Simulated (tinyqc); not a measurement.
What moves the results: Shockley-Read-Hall recombination through one deep level. A value that a table varies takes the place of the one given here.

One level at Et with degeneracy 1: tn = 1/(sn vth Nt), tp = 1/(sp_ vth Nt), n1 = Nc exp((Et - Eg)/kT), p1 = Nv exp(-Et/kT), ni^2 = n1 p1. Equilibrium n0 = Nm, p0 = ni^2/Nm; n = n0 + dn, p = p0 + dn. U = (n p - ni^2)/(tp (n + n1) + tn (p + p1)), lifetime dn/U; emission rates en = sn vth n1, ep = sp_ vth p1.

Constants: kB = 8.617333262e-05 eV/K.

Parameters, chosen for this exercise (gap and densities of states near those of GaN at this temperature; the results hold for these values, not for the real material):
```
symbol  value     unit    meaning
E1      2.094     eV      level (+1/0) above Ev
E2      1.831     eV      level (0/-1) above Ev
gm      1                 degeneracy of the middle state, the others 1
T       300       K
Eg      3.437     eV      gap
Nc      2.19e+18  1/cm^3  conduction-band density of states
Nv      4.47e+19  1/cm^3  valence-band density of states
Nd      5.1e+13   1/cm^3  ionised shallow donors minus acceptors
Et      2.094     eV      recombination level above Ev
Nt      3e+14     1/cm^3  defects
sn      3.1e-16   cm^2    electron capture cross-section
sp_     6.1e-15   cm^2    hole capture cross-section
vth     26000000  cm/s    thermal velocity, both carriers
Nm      3e+15     1/cm^3  equilibrium electrons for the lifetime steps
dn      1.5e+16   1/cm^3  excess pairs
```

## Charge state against the Fermi level (deep level with several charge states)

Energies from Ev. The defect has charge states +1, 0, -1 with weights 1, gm exp((EF - E1)/kT), exp((2 EF - E1 - E2)/kT); the shares are the weights over their sum. Boltzmann carriers: n = Nc exp((EF - Eg)/kT), p = Nv exp(-EF/kT). Neutrality: p - n + Nd + Nt <q> = 0.

Shares:
```
EF (eV),+1,0,-1,<q>
0.206,1.000,0.000,0.000,1.000
0.481,1.000,0.000,0.000,1.000
0.756,1.000,0.000,0.000,1.000
1.031,1.000,0.000,0.000,1.000
1.306,1.000,0.000,0.000,1.000
1.581,1.000,0.000,0.000,1.000
1.856,1.000,0.000,0.000,0.999
2.131,0.000,0.000,1.000,-1.000
2.406,0.000,0.000,1.000,-1.000
2.681,0.000,0.000,1.000,-1.000
2.956,0.000,0.000,1.000,-1.000
3.231,0.000,0.000,1.000,-1.000
```

E2 lies below E1 (negative U = -0.263 eV), so the charge goes from +1 to -1 near (E1 + E2)/2 = 1.962 eV, two electrons at once; the middle state never exceeds a share of 0.00308.

## Defects against doping (deep level with several charge states)

Nt takes the listed multiples of |Nd|; the resistivity uses mobilities of 1000 (electrons) and 300 (holes) cm^2/(V s), chosen for the exercise, and e = 1.602176634e-19 C.

Neutral state:
```
Nt/|Nd|,EF (eV),n (1/cm^3),p (1/cm^3),rho (ohm cm)
0.01,3.1610,5.05e+13,3.54e-34,124
0.10,3.1585,4.59e+13,3.89e-34,136
0.30,3.1520,3.57e+13,5.00e-34,175
0.60,3.1375,2.04e+13,8.75e-34,306
0.90,3.1017,5.10e+12,3.50e-33,1.22e+03
1.10,2.0020,1.71e-06,1.04e-14,3.64e+21
1.50,1.9834,8.33e-07,2.14e-14,7.49e+21
3.00,1.9715,5.26e-07,3.39e-14,1.19e+22
10.00,1.9651,4.11e-07,4.35e-14,1.52e+22
```

EF goes from 3.161 to 1.965 eV and the resistivity from 124 to 1.52e+22 ohm cm, with a largest value of 1.52e+22 (values above about 1e13 are formal: hopping and surfaces conduct more). The largest move of EF, -1.100 eV, comes between Nt/|Nd| = 0.9 and 1.1; the levels lie at 2.094 and 1.831 eV. A defect can take up to one carrier of either sign, so the doping can be cancelled no earlier than Nt = |Nd|, there only if EF lies well beyond the level that takes the carriers and otherwise at larger Nt (mean charge -0.10 in the last row).

## Lifetime against injection

Recombination:
```
dn (1/cm^3),lifetime (microsecond),U (1/(cm^3 s))
1.0e+11,0.02103,4.75e+18
1.0e+12,0.02116,4.73e+19
1.0e+13,0.02239,4.47e+20
1.0e+14,0.03436,2.91e+21
1.0e+15,0.1244,8.04e+21
1.0e+16,0.3391,2.95e+22
1.0e+17,0.4225,2.37e+23
1.0e+18,0.4333,2.31e+24
```

The lifetime rises from 0.02103 to 0.4333 microsecond; tn + tp = 0.4346. At low injection it is tp (1 + n1/n0) + tn p1/n0 with n1/Nm = 2e-20 and p1/Nm = 9.9e-32: re-emission is negligible, so minority capture alone counts. Auger and radiative paths are left out; they cut in at the highest injections, and in a doped direct-gap crystal the radiative one counts at all injections. dn = dp neglects trapped charge, which matters where the traps hold a charge comparable with dn, at low injection and with very unequal cross sections.

## Where a level does most harm

Et takes the values listed; G = Nt en ep/(en + ep) in a depleted region; the lifetime is for dn = 1e11 1/cm^3.

Results:
```
Et (eV),lifetime (microsecond),G (1/(cm^3 s))
0.206,2.15,2.79e-30
0.481,0.0211,1.16e-25
0.756,0.0210,4.84e-21
1.031,0.0210,2.02e-16
1.306,0.0210,8.41e-12
1.581,0.0210,3.50e-07
1.856,0.0210,0.000139
2.131,0.0210,3.38e-09
2.406,0.0210,8.10e-14
2.681,0.0210,1.94e-18
2.956,0.0210,4.67e-23
3.231,0.0263,1.12e-27
```

Generation peaks where en = ep, at Eg/2 + (kT/2) ln(sp_ Nv/(sn Nc)) = 1.796 eV; the largest value listed is at 1.856 eV, and G falls by a decade for each 0.060 eV away from the peak. The lifetime is within a factor 2 of its minimum, 0.021 microsecond, from 0.481 to 3.231 eV: recombination tolerates a wide range of Et, generation a narrow one.

## What moves lifetime and leakage

G = Nt en ep/(en + ep). Each row changes one parameter from the base and keeps the others.

Results:
```
case,lifetime (microsecond),G (1/(cm^3 s))
base,0.3657,1.41e-08
Et = 2.134 eV,0.3657,3.01e-09
sn = 6.2e-16 cm^2,0.1933,1.41e-08
sp_ = 1.22e-14 cm^2,0.3551,2.83e-08
Nt = 1.5e+14 1/cm^3,0.7313,7.06e-09
Nm = 9e+15 1/cm^3,0.2795,1.41e-08
dn = 4.5e+16 1/cm^3,0.4087,1.41e-08
```

The largest shifts from the base row, up to three for each result and ties (the steps differ in size, so this ranks the rows, not the parameters). lifetime (microsecond): Nt +0.366, sn -0.172, Nm -0.0862; unchanged at the printed digits by Et. G (1/(cm^3 s)): sp_ +1.41e-08, Et -1.11e-08, Nt -7.06e-09; unchanged at the printed digits by sn, Nm and dn.

Program tinyqc; command `OMP_NUM_THREADS=1 python tinyqc.py 1650851 1650852 out.jsonl`; about 0.01 s on one thread of a shared Intel(R) Xeon(R) Processor @ 2.30GHz.
